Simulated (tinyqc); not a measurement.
Comparisons within one model: five-level k.p model folded onto the conduction band. A value that a table varies takes the place of the one given here.

For k along z and one spin sector the level c couples to four states. With c0 = hbar^2/2m0, P = sqrt(Ep c0), P2 = sqrt(Ep2 c0): diagonal Eg + (1 + Cm) c0 k^2 for c, and 0, -Dso, E7 + D2, E7 for lh, so, G8 up, G7 up (their own dispersion is left out); couplings of c: sqrt(2/3) P k to lh, sqrt(1/3) P k to so, sqrt(2/3) P2 k to G8 up, sqrt(1/3) P2 k to G7 up (phases chosen real).

Expanding E = H_cc + S(E) about Eg in powers of k^2, with s_n = sum_j H_cj^2/(Eg - H_jj)^n: order k^2: e2 = (1 + Cm) c0 k^2 + s1; order k^4: e4 = -s2 e2; order k^6: e6 = s3 e2^2 + s2^2 e2.

Second-order sums for the lowest conduction level at E: 1/m = 1 + Cm + (Ep/3)(2/E + 1/(E + Dso)) - (Ep2/3)(2/(E7 + D2 - E) + 1/(E7 - E)); g/2 = 1 + Cg - (Ep/3)(1/E - 1/(E + Dso)) - (Ep2/3)(1/(E7 - E) - 1/(E7 + D2 - E)). E is counted from the top of the valence band; E = Eg at the edge.

Constants: hbar^2/2m0 = 3.80998211 eV angstrom^2.

Values chosen for the exercise (near those of InP; the results hold for these values, not for the real material):
- Eg = 1.488 eV (gap at Gamma to the s-like level)
- Dso = 0.103 eV (spin-orbit splitting)
- Ep = 19.9 eV (Kane energy)
- E7 = 4.6 eV (upper Gamma7 conduction level, from the valence top)
- D2 = 0.07 eV (its spin-orbit splitting, Gamma8 above Gamma7)
- Ep2 = 4 eV (Kane energy to the upper levels)
- Cm = -0.6 (remote term in 1/m)
- Cg = 0 (remote term in g/2)

## How far the series holds

Energies from Eg; Pk/Eg measures the coupling.

Levels (eV):
```
k (1/angstrom)  Pk/Eg  to k^2   to k^4   to k^6   exact
0.0256          0.150  0.0305   0.0298   0.0299  0.0298
0.0586          0.343  0.1599   0.1410   0.1451  0.1442
0.0915          0.535  0.3897   0.2777   0.3368  0.3138
0.1245          0.729  0.7216   0.3375   0.7125  0.5123
0.1575          0.922  1.1548   0.1711   1.7082  0.7213
0.1904          1.114  1.6876  -0.4133   4.3842  0.9291
0.2234          1.307  2.3233  -1.6585  10.8590  1.1289
0.2563          1.500  3.0580  -3.8404  24.7034  1.3138
```

Within 2 % of the exact level stay: the k^2 term in no row, the sum to k^4 up to Pk/Eg = 0.15, the sum to k^6 up to Pk/Eg = 0.34. In the last row the errors are +1744, -5154 and +23390 meV: higher orders make it worse, since the series in k^2 converges only for Pk below about Eg/2 in the two-level limit E = Eg/2 + sqrt(Eg^2/4 + P^2 k^2).

## Mass and g factor above the band edge

The sums are evaluated at E = Eg + dE, as is done for confined or hot electrons.

Results:
```
dE (meV)    m(E)   g(E)  m(E)/m(Eg)  1 + dE/Eg
0         0.0818  1.404      1.0000     1.0000
20        0.0831  1.418      1.0148     1.0134
50        0.0849  1.439      1.0371     1.0336
100       0.0880  1.471      1.0747     1.0672
150       0.0911  1.500      1.1128     1.1008
200       0.0942  1.527      1.1515     1.1344
300       0.1007  1.573      1.2307     1.2016
```

Over 300 meV the mass grows by 23.1 %, against 20.2 % for two levels alone, and g moves from 1.404 to 1.573, towards the free value 2.

## Six materials (three-level Kane formulas for mass and g factor)

1/m = 1 + (Ep/3)(2/Eg + 1/(Eg + Dso)), g = 2 - (2 Ep/3)(1/Eg - 1/(Eg + Dso)). The inputs are values chosen for the exercise.

Results:
```
case         Eg (eV)  Dso (eV)  Ep (eV)  m (m0)        g   Eg/Ep
A near InAs    0.425     0.391     21.1  0.0234  -13.859  0.0201
B near GaP     2.866     0.081     32.0  0.0829    1.795  0.0896
C near InP     1.434     0.108     20.5  0.0668    1.332  0.0700
D near Ge      0.889     0.293     26.7  0.0350   -2.963  0.0333
E near CdTe    1.601     0.906     18.9  0.0878   -0.844  0.0847
F near GaAs    1.494     0.335     25.8  0.0581   -0.109  0.0579
```

The mass follows the gap: m/(Eg/Ep) lies between 0.93 and 1.16, while m itself spans a factor of 3.8. The order by mass differs from the order by gap. g is negative for A, D, E and F; it needs Ep Dso > 3 Eg (Eg + Dso). Where g is small, two larger terms cancel: 5 % in Ep moves g by (2 - g)/20, and the levels left out move it by tenths. Remote bands, left out here, make real masses heavier, by up to a half in the wider-gap crystals. All rows are for the Gamma valley, which is not the lowest one in GaP and Ge.

## What each parameter does

Mass and g at E = Eg. Each row changes one parameter from the base and keeps the others.

Results:
```
case             m (m0)       g
base            0.08184  1.4039
Eg = 1.339 eV   0.07300  1.2751
Dso = 0.093 eV  0.08167  1.4567
Ep = 21.89 eV   0.07393  1.3462
E7 = 5.06 eV    0.08078  1.4085
D2 = 0.077 eV   0.08183  1.4021
Ep2 = 4.4 eV    0.08270  1.4021
```

The largest shifts from the base row, up to three for each result and ties (the steps differ in size, so this ranks the rows, not the parameters). m (m0): Eg -0.00884, Ep -0.00792, E7 -0.00106. g: Eg -0.1288, Ep -0.0577, Dso +0.0527.

Run: tinyqc, `OMP_NUM_THREADS=1 python tinyqc.py 1050518 1050519 out.jsonl`; Intel(R) Xeon(R) Processor @ 2.30GHz, one thread, shared host; about 0.01 s of CPU time with all checks.
